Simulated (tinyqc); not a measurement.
Worked calculation: empirical pseudopotential in a few plane waves. One step of it, computed by the program tinyqc.

Task: Bloch Hamiltonian at G. Basis: the 15 shortest G (labels in 2 pi/a), the same at every k. H(G,G') = c |k + G|^2 delta + VS(|G-G'|^2) cos((G-G').tau) + i VA sin((G-G').tau), tau = a/8 (1,1,1); 1 Ry = 13.605693 eV.

Parameters chosen for this model: fcc lattice, atoms at +/- a/8 (1,1,1); form factors in rydberg at |G|^2 in units of (2 pi/a)^2:
```
parameter                 value      unit
a                      5.240000  angstrom
VS(3)                 -0.238000        Ry
VS(8)                  0.017000        Ry
VS(11)                 0.044000        Ry
VA(3)                  0.068000        Ry
VA(4)                  0.027000        Ry
VA(11)                 0.031000        Ry
hbar^2/2m (2 pi/a)^2   5.477976        eV
```

k point G (2 pi / a): 0  0  0

Give: H(k) at G.

Result:

H(k) at G (eV):
```
                 +0+0+0           -1-1-1           -1-1+1           -1+1-1
+0+0+0           0.0000   2.2897+0.6542i  -2.2897+0.6542i  -2.2897+0.6542i
-1-1-1   2.2897-0.6542i          16.4339   0.0000-0.3674i   0.0000-0.3674i
-1-1+1  -2.2897-0.6542i   0.0000+0.3674i          16.4339           0.2313
-1+1-1  -2.2897-0.6542i   0.0000+0.3674i           0.2313          16.4339
-1+1+1  -2.2897+0.6542i          -0.2313   0.0000+0.3674i   0.0000+0.3674i
+1-1-1  -2.2897-0.6542i   0.0000+0.3674i           0.2313           0.2313
+1-1+1  -2.2897+0.6542i          -0.2313   0.0000+0.3674i           0.0000
+1+1-1  -2.2897+0.6542i          -0.2313           0.0000   0.0000+0.3674i
+1+1+1   2.2897+0.6542i           0.0000          -0.2313          -0.2313
-2+0+0   0.0000-0.3674i  -2.2897+0.6542i  -2.2897-0.6542i  -2.2897-0.6542i
+0-2+0   0.0000-0.3674i  -2.2897+0.6542i  -2.2897-0.6542i   0.4233-0.2982i
+0+0-2   0.0000-0.3674i  -2.2897+0.6542i   0.4233-0.2982i  -2.2897-0.6542i
+0+0+2   0.0000+0.3674i  -0.4233-0.2982i   2.2897+0.6542i  -0.4233+0.2982i
+0+2+0   0.0000+0.3674i  -0.4233-0.2982i  -0.4233+0.2982i   2.2897+0.6542i
+2+0+0   0.0000+0.3674i  -0.4233-0.2982i  -0.4233+0.2982i  -0.4233+0.2982i

                 -1+1+1           +1-1-1           +1-1+1           +1+1-1
+0+0+0  -2.2897-0.6542i  -2.2897+0.6542i  -2.2897-0.6542i  -2.2897-0.6542i
-1-1-1          -0.2313   0.0000-0.3674i          -0.2313          -0.2313
-1-1+1   0.0000-0.3674i           0.2313   0.0000-0.3674i           0.0000
-1+1-1   0.0000-0.3674i           0.2313           0.0000   0.0000-0.3674i
-1+1+1          16.4339           0.0000           0.2313           0.2313
+1-1-1           0.0000          16.4339   0.0000-0.3674i   0.0000-0.3674i
+1-1+1           0.2313   0.0000+0.3674i          16.4339           0.2313
+1+1-1           0.2313   0.0000+0.3674i           0.2313          16.4339
+1+1+1   0.0000+0.3674i          -0.2313   0.0000+0.3674i   0.0000+0.3674i
-2+0+0   2.2897-0.6542i   0.4233-0.2982i  -0.4233-0.2982i  -0.4233-0.2982i
+0-2+0  -0.4233-0.2982i  -2.2897-0.6542i   2.2897-0.6542i  -0.4233-0.2982i
+0+0-2  -0.4233-0.2982i  -2.2897-0.6542i  -0.4233-0.2982i   2.2897-0.6542i
+0+0+2  -2.2897+0.6542i  -0.4233+0.2982i  -2.2897+0.6542i   0.4233+0.2982i
+0+2+0  -2.2897+0.6542i  -0.4233+0.2982i   0.4233+0.2982i  -2.2897+0.6542i
+2+0+0   0.4233+0.2982i   2.2897+0.6542i  -2.2897+0.6542i  -2.2897+0.6542i

                 +1+1+1           -2+0+0           +0-2+0           +0+0-2
+0+0+0   2.2897-0.6542i   0.0000+0.3674i   0.0000+0.3674i   0.0000+0.3674i
-1-1-1           0.0000  -2.2897-0.6542i  -2.2897-0.6542i  -2.2897-0.6542i
-1-1+1          -0.2313  -2.2897+0.6542i  -2.2897+0.6542i   0.4233+0.2982i
-1+1-1          -0.2313  -2.2897+0.6542i   0.4233+0.2982i  -2.2897+0.6542i
-1+1+1   0.0000-0.3674i   2.2897+0.6542i  -0.4233+0.2982i  -0.4233+0.2982i
+1-1-1          -0.2313   0.4233+0.2982i  -2.2897+0.6542i  -2.2897+0.6542i
+1-1+1   0.0000-0.3674i  -0.4233+0.2982i   2.2897+0.6542i  -0.4233+0.2982i
+1+1-1   0.0000-0.3674i  -0.4233+0.2982i  -0.4233+0.2982i   2.2897+0.6542i
+1+1+1          16.4339  -0.4233-0.2982i  -0.4233-0.2982i  -0.4233-0.2982i
-2+0+0  -0.4233+0.2982i          21.9119           0.2313           0.2313
+0-2+0  -0.4233+0.2982i           0.2313          21.9119           0.2313
+0+0-2  -0.4233+0.2982i           0.2313           0.2313          21.9119
+0+0+2  -2.2897-0.6542i          -0.2313          -0.2313           0.0000
+0+2+0  -2.2897-0.6542i          -0.2313           0.0000          -0.2313
+2+0+0  -2.2897-0.6542i           0.0000          -0.2313          -0.2313

                 +0+0+2           +0+2+0           +2+0+0
+0+0+0   0.0000-0.3674i   0.0000-0.3674i   0.0000-0.3674i
-1-1-1  -0.4233+0.2982i  -0.4233+0.2982i  -0.4233+0.2982i
-1-1+1   2.2897-0.6542i  -0.4233-0.2982i  -0.4233-0.2982i
-1+1-1  -0.4233-0.2982i   2.2897-0.6542i  -0.4233-0.2982i
-1+1+1  -2.2897-0.6542i  -2.2897-0.6542i   0.4233-0.2982i
+1-1-1  -0.4233-0.2982i  -0.4233-0.2982i   2.2897-0.6542i
+1-1+1  -2.2897-0.6542i   0.4233-0.2982i  -2.2897-0.6542i
+1+1-1   0.4233-0.2982i  -2.2897-0.6542i  -2.2897-0.6542i
+1+1+1  -2.2897+0.6542i  -2.2897+0.6542i  -2.2897+0.6542i
-2+0+0          -0.2313          -0.2313           0.0000
+0-2+0          -0.2313           0.0000          -0.2313
+0+0-2           0.0000          -0.2313          -0.2313
+0+0+2          21.9119           0.2313           0.2313
+0+2+0           0.2313          21.9119           0.2313
+2+0+0           0.2313           0.2313          21.9119
```
